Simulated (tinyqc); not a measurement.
# Worked calculation: free and trapped electrons in a MOS channel with a dense trap tail

Computed by the program tinyqc: `OMP_NUM_THREADS=1 python tinyqc.py 2222167 2222168 out.jsonl`, one thread of a shared Intel Xeon 2.30GHz, about 0.02 s for the whole run. Printed values are rounded.

p-type body, charge-sheet picture, full ionisation (an idealisation for deep acceptors), Boltzmann statistics for free electrons. e = Ec - EF at the surface. Acceptor-like traps of density D(E) = D0 + De exp(-E/Ew) at depth E below Ec, from 0 to Eu, hold n_t = integral of D(E)/(1 + exp((e - E)/Vt)). psi = Eg - Vt ln(Nv/Na) - e; N_dep = sqrt(2 eps0 eps_r Na (psi - Vt)/q); n_f = sqrt(N_dep^2 + 2 eps0 eps_r Vt Nc exp(-e/Vt)/q) - N_dep; Vg = Vfb + psi + q (N_dep + n_t + n_f)/Cox, Cox = eps0 eox/tox.

Inputs (values chosen for the exercise); band and dielectric values close to those of 4H silicon carbide:

| symbol | value | unit | meaning |
|---|---|---|---|
| T | 300 | K | temperature |
| Eg | 3.27 | eV | band gap |
| eps_r | 9.74 |  | relative permittivity |
| Nc | 1.69e19 | cm^-3 | conduction-band density of states at T |
| Nv | 2.55e19 | cm^-3 | valence-band density of states at T |
| eox | 3.9 |  | relative permittivity of the insulator |
| tox | 66 | nm | insulator thickness |
| Na | 2.1e16 | cm^-3 | acceptor density |
| Vfb | -2.58 | V | flat-band voltage without trapped charge |
| D0 | 1.2e10 | cm^-2 eV^-1 | constant background density of acceptor-like traps |
| De | 1.1e13 | cm^-2 eV^-1 | density of the tail at the conduction edge |
| Ew | 0.11 | eV | decay energy of the tail |
| Eu | 0.62 | eV | depth below Ec down to which the traps reach |
| mf | 220 | cm^2/(V s) | mobility of free electrons |
| e | 0.066 | eV | Ec - EF at the surface |

Constants: q = 1.602176634e-19 C, kB = 1.380649e-23 J/K, Vt = kB T/q, eps0 = 8.8541878128e-14 F/cm where lengths are in cm. Results are converted to the units shown.

## Trapped charge

Trapezoid rule on 13 equal steps from 0 to Eu, f = 1/(1 + exp((e - E)/Vt)).

| point | E (eV) | D(E) f (cm^-2 eV^-1) |
|---|---|---|
| 0 | 0 | 7.95348e11 |
| 1 | 0.0476923 | 2.35692e12 |
| 2 | 0.0953846 | 3.50800e12 |
| 3 | 0.143077 | 2.86257e12 |
| 4 | 0.190769 | 1.93829e12 |
| 5 | 0.238462 | 1.26907e12 |
| 6 | 0.286154 | 8.27702e11 |
| 7 | 0.333846 | 5.40823e11 |
| 8 | 0.381538 | 3.54789e11 |
| 9 | 0.429231 | 2.34194e11 |
| 10 | 0.476923 | 1.56025e11 |
| 11 | 0.524615 | 1.05356e11 |
| 12 | 0.572308 | 7.25127e10 |
| 13 | 0.62 | 5.12239e10 |

n_t = 6.98671e11 cm^-2

With 1600 steps n_t = 7.028e11 cm^-2; the coarse value is 0.58 % below it.

## Charges and gate voltage

psi, N_dep, n_f and Vg as defined, with the n_t given; free share n_f/(n_f + n_t); apparent mobility mf n_f/(n_f + n_t); gate voltage spent on traps q n_t/Cox.

psi = 3.02040 V
N_dep = 8.22790e11 cm^-2
n_f = 1.98548e11 cm^-2
Vg = 5.70750 V
free share = 22.1293 %
apparent mobility = 48.6844 cm^2/(V s)
gate voltage spent on traps = 2.13951 V
